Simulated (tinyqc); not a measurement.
What each parameter does: Wannier functions of a composite (isolated) pair of valence bands (bonds of an sp chain).

Each atom has a hybrid pointing left (<) and right (>). H(k): diagonal +V3 on A, -V3 on B; <A<|A>> = -V1a, <B<|B>> = -V1b, <A>|B<> = -V2, <B>|A<> = -V2p exp(ik); k in 1/a, Bloch sums with exp(ikR). The two lowest bands are filled. Trial functions in cell 0: g1 = cos(c) A> + sin(c) B<, and g2 = sin(c) B> + cos(c) A< of cell 1, whose Bloch vector has cos(c) exp(-ik) on A<. Projection A_mn = <psi_m|g_n>, S = A^+ A, Loewdin U = A S^(-1/2), Bloch-like states w_n = sum_m psi_m U_mn, H_W(k) = U^+ diag(E) U. P = sum_m |psi_m><psi_m| is free of phase choices, and S = g^+ P g, w = P g S^(-1/2).

Inputs chosen for the exercise: V2 = 2.95 eV (coupling in the bond A-B inside the cell); V2p = 4.46 eV (coupling in the bond to the next cell); V1a = 1.75 eV (coupling of the two hybrids on A); V1b = 0.88 eV (the same on B); V3 = 0 eV (A at +V3, B at -V3); c = 45 degrees (trial bonds cos(c) on A, sin(c) on B); xb = 0.48 a (position of B (A at 0)).

N = 12: centres, total spread (point-like hybrids at R and R + xb) and H_12(0).

Results for these values:

| case | centre 1 (a) | centre 2 (a) | total spread (a^2) | H_12(0) (eV) |
|---|---|---|---|---|
| base | 0.2350 | 0.7450 | 0.1348 | -0.4270 |

What happens to each result for V1b = 1.08 eV, all else kept?

Answer: centre 1 rises from 0.2350 to 0.2359; centre 2 falls from 0.7450 to 0.7441; total spread rises from 0.1348 to 0.1363; H_12(0) falls from -0.4270 to -0.5240.

The same for each parameter in turn:

| case | centre 1 (a) | centre 2 (a) | total spread (a^2) | H_12(0) (eV) |
|---|---|---|---|---|
| base | 0.2350 | 0.7450 | 0.1348 | -0.4270 |
| V2 = 3.35 eV | 0.2355 | 0.7445 | 0.1337 | -0.4285 |
| V2p = 4.86 eV | 0.2355 | 0.7445 | 0.1338 | -0.4281 |
| V1a = 1.95 eV | 0.2335 | 0.7465 | 0.1366 | -0.4238 |
| V1b = 1.08 eV | 0.2359 | 0.7441 | 0.1363 | -0.5240 |
| V3 = 0.4 eV | 0.2661 | 0.7237 | 0.1331 | -0.4738 |
| xb = 0.53 a | 0.2600 | 0.7700 | 0.1350 | -0.4270 |

Run: tinyqc, `OMP_NUM_THREADS=1 python tinyqc.py 1452789 1452790 out.jsonl`; Intel(R) Xeon(R) Processor @ 2.30GHz, one thread, shared host; about 0.2 s of CPU time with all checks.
